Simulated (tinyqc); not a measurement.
# Floating body of a partially depleted SOI transistor: body voltage and kink: two studies

Source at 0 V. Channel current Ic = 2 nf K Vt^2 [F(0) - F(Vd)](1 + la Vd), F(V) = ln^2(1 + exp((Vg - VT - nf V)/(2 nf Vt))), VT = VT0 - gb Vb. Saturation voltage Vs = 2 Vt sqrt(F(0)) + 3 Vt, excess Ve = (Vd - Vs + sqrt((Vd - Vs)^2 + 0.0004 V^2))/2, multiplication M1 = Ai Ve exp(-Bl/Ve). Each junction passes D(v) = J1 (exp(v/Vt) - 1) + J2 (exp(v/(2 Vt)) - 1). Bipolar current Ib = bb J1 (exp(Vb/Vt) - 1). The body settles where M1 (Ic + Ib) = D(Vb) + D(Vb - Vd) + Vb/Rb; drain current Id = (1 + M1)(Ic + Ib) - D(Vb - Vd).

Inputs (values chosen for the exercise); values of the order met in partially depleted silicon-on-insulator transistors:

| symbol | value | unit | meaning |
|---|---|---|---|
| T | 300 | K | temperature |
| VT0 | 0.36 | V | threshold at zero body voltage |
| gb | 0.29 |  | fall of the threshold per volt of body voltage |
| nf | 1.42 |  | slope factor |
| K | 240 | uA/(V^2 um) | gain factor per width |
| la | 0.08 | 1/V | channel-length modulation factor |
| Ai | 1 | 1/V | impact-ionisation prefactor |
| Bl | 5.6 | V | impact-ionisation voltage |
| J1 | 1.3e-12 | uA/um | diffusion saturation current of each junction |
| J2 | 7.1e-9 | uA/um | recombination saturation current of each junction |
| bb | 3 |  | gain of the lateral bipolar transistor on the diffusion current |
| Rb | 1e9 | kohm um | resistance of a weak body tie to the source (1e9 stands for no tie, and the term is then dropped) |
| Vg | 0.4 | V | gate voltage |
| Vd | 2.1 | V | drain voltage |

Constants: q = 1.602176634e-19 C, kB = 1.380649e-23 J/K, Vt = kB T/q. Results are converted to the units shown.

Each table varies one quantity; the others keep the values above.

## Output curve and kink

Rows with more than one solution for Vb (latch) are left out; dId/dVd by a forward difference over 1e-4 V, swing = 1e-4 V over the change of log10 Id; M1 under 1e-12 is printed as 0.

Output curve and kink:

| Vd (V) | Vb (V) | M1 | Id, floating (uA/um) | Id, grounded (uA/um) | ratio | dId/dVd, floating (uS/um) | dId/dVd, grounded (uS/um) |
|---|---|---|---|---|---|---|---|
| 0.68 | 0.3740 | 5.562e-6 | 2.213 | 0.4824 | 4.586 | 7.562 | 0.03681 |
| 0.84 | 0.4863 | 8.813e-5 | 3.155 | 0.4884 | 6.459 | 4.578 | 0.03826 |
| 1 | 0.5463 | 5.912e-4 | 3.776 | 0.4948 | 7.631 | 3.366 | 0.04257 |
| 1.16 | 0.5862 | 0.002287 | 4.270 | 0.5023 | 8.501 | 2.888 | 0.05083 |
| 1.32 | 0.6154 | 0.006261 | 4.724 | 0.5113 | 9.239 | 2.865 | 0.06316 |
| 1.48 | 0.6382 | 0.01365 | 5.208 | 0.5227 | 9.964 | 3.244 | 0.07907 |
| 1.64 | 0.6569 | 0.02546 | 5.785 | 0.5368 | 10.78 | 4.054 | 0.09778 |
| 1.8 | 0.6730 | 0.04241 | 6.534 | 0.5541 | 11.79 | 5.418 | 0.1185 |

What does the comparison show?

Vb rises from 0.374 to 0.673 V and the ratio of the currents rises from 4.59 to 11.8. The output conductance with a floating body exceeds the grounded value by the largest factor among the rows, 205, at Vd = 0.68 V, where Vb = 0.374 V and M1 = 5.56e-6.

## Transfer curve and swing

Same model as above.

Transfer curve and swing:

| Vg (V) | Vb (V) | M1 | Id, floating (uA/um) | Id, grounded (uA/um) | ratio | swing, floating (mV/decade) | swing, grounded (mV/decade) |
|---|---|---|---|---|---|---|---|
| -0.09 | 0.3271 | 0.1268 | 3.879e-5 | 2.846e-6 | 13.63 | 50.83 | 84.83 |
| 0.01 | 0.4880 | 0.1262 | 0.002627 | 4.301e-5 | 61.08 | 61.22 | 84.90 |
| 0.11 | 0.5815 | 0.1234 | 0.07432 | 6.395e-4 | 116.2 | 78.64 | 85.93 |
| 0.21 | 0.6442 | 0.1153 | 0.8529 | 0.008897 | 95.87 | 119.1 | 89.85 |
| 0.31 | 0.6805 | 0.1023 | 3.832 | 0.1001 | 38.27 | 201.7 | 103.3 |
| 0.41 | 0.7006 | 0.08821 | 9.509 | 0.7049 | 13.49 | 318.0 | 139.6 |
| 0.51 | 0.7124 | 0.07498 | 17.44 | 2.748 | 6.345 | 451.2 | 209.0 |
| 0.61 | 0.7197 | 0.06297 | 27.21 | 6.845 | 3.974 | 590.7 | 305.1 |
| 0.71 | 0.7242 | 0.05223 | 38.60 | 13.05 | 2.957 | 730.9 | 415.6 |

Vb rises from 0.327 to 0.724 V. The smallest swing among the rows is 50.8 mV a decade with a floating body (at Vg = -0.09 V) and 84.8 with a grounded one; Vt ln 10 = 59.5. The floating swing is smaller by more than 3 % for Vg = -0.09, 0.01, 0.11 V, where the rising Vb lowers the threshold as Vg rises. In the first row the floating body raises the current by a factor of 13.6.

Range of the model: The multiplication law is an empirical form chosen for the exercise; self-heating and capacitive coupling to the body are left out, and the linear laws are rough once Vb passes about 0.7 V or M1 about 0.1.

Computed by the program tinyqc: `OMP_NUM_THREADS=1 python tinyqc.py 2182033 2182034 out.jsonl`, one thread of a shared Intel Xeon 2.30GHz, about 0.2 s for the whole run.
